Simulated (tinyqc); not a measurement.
Bandgap voltage reference from two bipolar transistors: two steps of the calculation.

Two transistors of area 1 and N carry the same current I. Is(T) = Is (T/T0)^eta exp[(Vg0 q/kB)(1/T0 - 1/T)], VBE1 = Vt ln(I/Is(T)) + I rb, VBE2 = Vt ln(I/(N Is(T))) + I rb/N. The amplifier forces I R1(T) = VBE1 - VBE2 + Vos, with R(T) = R (1 + tc (T - T0)) for both resistors, and the output is Vref = VBE1 + I R2(T). Base currents and the Early effect are neglected.

Inputs (values chosen for the exercise); values of the order met in silicon bipolar transistors: reference temperature T0 = 323 K; band-gap voltage extrapolated to 0 K Vg0 = 1.151 V; temperature exponent of the saturation current eta = 3.4; saturation current of the unit transistor at T0 Is = 2.1e-16 A; area ratio of the second transistor N = 8; resistor across which the difference of VBE falls, at T0 R1 = 33 kohm; temperature coefficient of both resistors tc = 0 ppm/K; offset of the amplifier Vos = 0 mV; series resistance of the unit transistor rb = 36 ohm; output resistor at T0 R2 = 314.8 kohm; temperature T = 398 K.

Constants: q = 1.602176634e-19 C, kB = 1.380649e-23 J/K. Results are converted to the units shown.

Question 1. Operating point at the reference temperature. Vt = kB T/q; I = (Vt ln N + Vos)/(R1(T) - rb (1 - 1/N)). Evaluate at T = T0.

Give: Vt; I; Is(T); VBE1; I R2; Vref.

Answer 1.

Vt = 0.02783 V
I = 1.756 uA
Is(T) = 2.100e-16 A
VBE1 = 0.6360 V
I R2 = 0.5527 V
Vref = 1.189 V

Question 2. Operating point at another temperature. 

Wanted: Vt; I; Is(T); VBE1; I R2; Vref.

Answer 2.

Vt = 0.034297 V
I = 2.1632 uA
Is(T) = 1.0346e-12 A
VBE1 = 0.49920 V
I R2 = 0.68099 V
Vref = 1.1802 V

From T0 to T, VBE1 changes by -137 mV and I R2 by 128 mV, which leaves -8.45 mV in Vref.

tinyqc, about 0.03 s, one thread, Intel Xeon 2.30GHz (shared host): `OMP_NUM_THREADS=1 python tinyqc.py 2062054 2062055 out.jsonl`
